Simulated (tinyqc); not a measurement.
From one set of inputs to another, one input at a time: harmonic transition-state theory with quantum, tunnelling and friction corrections. Computed by tinyqc, a small Python program. Command: `OMP_NUM_THREADS=1 python tinyqc.py 3028078 3028079 out.jsonl rates ladder`. One thread of a shared host (Intel(R) Xeon(R) Processor @ 2.30GHz), about 0.03 s of CPU time with the checks.

One atom hops between equivalent sites; three modes at the minimum and two real modes at the saddle are treated as harmonic, the rest of the crystal as unchanged; melting is ignored, so hot rows may lie above the melting point.

The inputs printed are set A. Set A is modelled on interstitial lithium in silicon; the values taken over come from a set modelled on interstitial oxygen in silicon. Inputs not listed in the table keep their values of set A, so the rows need not describe a real material.

Inputs (values chosen for the exercise, modelled on interstitial lithium in silicon): barrier E_b = 0.621 eV; imaginary frequency at the saddle nu_b = 10.4 THz; temperature T = 648 K.

Lattice of sites: three-dimensional.

frequencies at the minimum (THz): [10.3, 13.9, 16]

real frequencies at the saddle (THz): [12.8, 14.1]

Constants: h x 1 THz = 4.135667696 meV; k_B = 8.617333262e-05 eV/K.

Method:
- Vineyard: nu* = product of minimum frequencies / product of real saddle frequencies; k_cl = nu* exp(-E_b/(k_B T)).
- Quantum harmonic: k_q = (k_B T/h) [prod 2 sinh(x_i/2) (minimum) / prod 2 sinh(x_j/2) (saddle)] exp(-E_b/(k_B T)), x = h nu/(k_B T).
- Zero-point correction to the barrier = (h/2)(sum of saddle frequencies - sum of minimum frequencies).
- With u = h nu_b/(k_B T): Wigner factor 1 + u^2/24; parabolic barrier (Bell) (u/2)/sin(u/2), valid above T_c = h nu_b/(2 pi k_B); symmetric Eckart barrier: kappa = int_0^infinity P(E) exp(-(E - E_b)/(k_B T)) dE/(k_B T), P = (cosh 2a - 1)/(cosh 2a + cosh 2d), a = alpha sqrt(E/E_b), alpha = 2 pi E_b/(h nu_b), 2d = 2 sqrt(alpha^2 - pi^2/4).

Each row keeps all changes above it:
```
input moved                                    from    to  ratio k_q/k_cl  Eckart factor  quantum harmonic rate k_q (1/s)
set A                                             -     -          1.0445         1.0273                       1.9619e+08
temperature T (K)                               648  1480          1.0085         1.0057                       9.8296e+10
imaginary frequency at the saddle nu_b (THz)   10.4  7.89          1.0085         1.0033                       9.8296e+10
barrier E_b (eV)                              0.621  2.54          1.0085         1.0029                       2.8698e+04
```

Ratio k_q/k_cl goes from 1.04 to 1.01, a factor 0.965 in all. The largest single move comes from temperature T (a factor 0.965). Eckart factor goes from 1.03 to 1.00, a factor 0.9762 in all. The largest single move comes from temperature T (a factor 0.9790). Quantum harmonic rate k_q goes from 1.96e8 to 28700, a factor 1.46e-4 in all. The largest single move comes from barrier E_b (a factor 2.92e-7), and temperature T works against it (a factor 501). The single moves hold for this order of the switches; the total does not depend on the order.

Extremes, crossings and ranges named in words are read from the listed rows.
